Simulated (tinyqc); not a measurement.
Worked calculation: hot carriers by balance equations with a heated Maxwellian. Computed by tinyqc, a small Python program that keeps every step. Command: `OMP_NUM_THREADS=1 python tinyqc.py 3002877 3002878 out.jsonl hot walk`. One thread of a shared host (Intel(R) Xeon(R) Processor @ 2.30GHz), about 0.02 s of CPU time with the checks. Intermediate numbers are printed to about 5 digits and carried at full precision; extremes and crossings named in words are read from the listed rows.

The carriers follow a Maxwellian at an electron temperature T_e, slightly displaced; the drift energy is neglected against k_B T_e. The balance averages the rate, not the time, so mu_0 lies below the relaxation-time value.

Inputs (values chosen for the exercise, for a model non-polar semiconductor):
```
quantity                                          value       unit
effective mass m                                   0.16        m_0
density rho                                        3040     kg/m^3
sound velocity v_l                                 7670        m/s
acoustic deformation potential D_A                  7.1         eV
phonon energy hbar w                               49.6        meV
optical or intervalley deformation potential D_o    6.5  1e8 eV/cm
final valleys Z_f                                     1          -
lattice temperature T                               250          K
electric field F                                   0.39      kV/cm
iteration cap                                       300          -
```

Band: parabolic. Solver: Newton.

Constants: k_B = 8.617333262e-05 eV/K; k_B = 1.380649e-23 J/K; e = 1.602176634e-19 C; hbar = 1.054571817e-34 J s; m_0 = 9.1093837015e-31 kg; hbar = 6.582119569e-16 eV s.

## Equilibrium values

Parabolic band: E = hbar^2 k^2/(2 m), speed v = hbar k/m, states per spin, volume and energy g(E) = m k/(2 pi^2 hbar^2). Masses are multiplied by m_0 and all formulas are in SI units. Phonon occupation N_q = 1/(exp(hbar w/(k_B T)) - 1). Acoustic deformation potential (elastic, equipartition, absorption and emission together): 1/tau = 2 pi k_B T D_A^2 g(E)/(hbar rho v_l^2). Optical or intervalley deformation potential: 1/tau = (pi Z_f D_o^2/(rho w)) [N_q g(E + hbar w) + (N_q + 1) g(E - hbar w)], with g = 0 below the band edge. Averages over the Maxwellian, <y> = int y x^(1/2) exp(-x) dx / int x^(1/2) exp(-x) dx with x = E/(k_B T_e), split at x_0 = hbar w/(k_B T_e): 64 Gauss-Legendre points in sqrt(x) below it and 128 in sqrt(x - x_0) above it, up to x = 32. Momentum balance: mu(T_e) = e/(m nu), nu = <x (sum of rates)>/<x>. Power lost per carrier: P(T_e) = hbar w <emission rate - absorption rate> + <(2 m v_l^2/(k_B T)) (E - 2 k_B T) acoustic rate>. Energy relaxation time at weak heating: tau_E = (3/2) k_B / (dP/dT_e), the derivative by a central difference of +/- 0.5 K at T_e = T.

low-field mobility mu_0 = 15985 cm^2/(V s)

energy relaxation time tau_E = 4.4024 ps

tau_E is 3.03 times the momentum relaxation time m mu_0/e: energy is lost more slowly than direction, which is why carriers heat.

## Balance functions

The field that sustains T_e follows from e mu F^2 = P.

Against the electron temperature:
```
T_e (K)  mu (cm^2/(V s))  P optical (1e9 eV/s)  P acoustic (1e9 eV/s)  F (kV/cm)  drift velocity (1e7 cm/s)
275                14778                 0.748             7.5281e-03     0.2262                     0.3342
325                12913                 2.332             2.4552e-02     0.4272                     0.5516
400                10997                 4.778             5.4475e-02     0.6629                     0.7290
500                 9348                 7.966             1.0151e-01     0.9290                     0.8684
750                 7139                15.065             2.4864e-01     1.4646                     1.0456
1250                5262                26.069             6.4199e-01     2.2530                     1.1856
2000                4057                38.168             1.4211e+00     3.1239                     1.2673
3000                3270                50.392             2.7351e+00     4.0308                     1.3180
```

Optical phonons take 99 % of the power in the first row and 95 % in the last. The velocity grows as F^0.79 at first and as F^0.15 at the end, so it levels off; if optical phonons alone set both balances the limit at high T_e would be sqrt(3 hbar w tanh(hbar w/2 k_B T)/(4 m)) = 1.83 in the same unit. Rows above 1400 K (k_B T_e > 0.12 eV) stretch the parabolic band.

## First iteration

Newton: h(T_e) = P - e mu F^2, T_new = T_e - h/h', with h' by a central difference of +/- 0.5 K, limited to the range T to 3 T_e. Start at T_e = 1.5 T.

mu at the start = 11549 cm^2/(V s)

P at the start = 4.0063e+09 eV/s

new T_e = 313.69 K

## The whole iteration

Start at T_e = 1.5 T; stop when T_e moves by less than 1e-6 K or exceeds 1e6 K.

Course of the iteration:
```
iteration  T_e (K)  mu (cm^2/(V s))    step (K)
1           375.00            11549  6.1314e+01
2           313.69            13283  8.7294e-01
3           314.56            13254  8.4369e-05
4           314.56            13254  2.6319e-11
```

electron temperature T_e = 314.56 K

Converged in 4 iterations.

## Drift velocity

v = mu(T_e) F; warm-carrier coefficient (mu/mu_0 - 1)/F^2.

mobility mu(T_e) = 13254 cm^2/(V s)

drift velocity = 0.51689 1e7 cm/s

mu/mu_0 = 0.82912

(mu/mu_0 - 1)/F^2 = -1.1235 cm^2/kV^2

T_e/T = 1.26; the simple estimate T + (2/3) e mu_0 F^2 tau_E/k_B would give 333 K, too high since mu falls and tau_E changes as the gas heats.

Checks made by the program: detailed balance, P(T_e = T) = 0, on the scale of P at 1.1 T (relative difference below 1e-10).
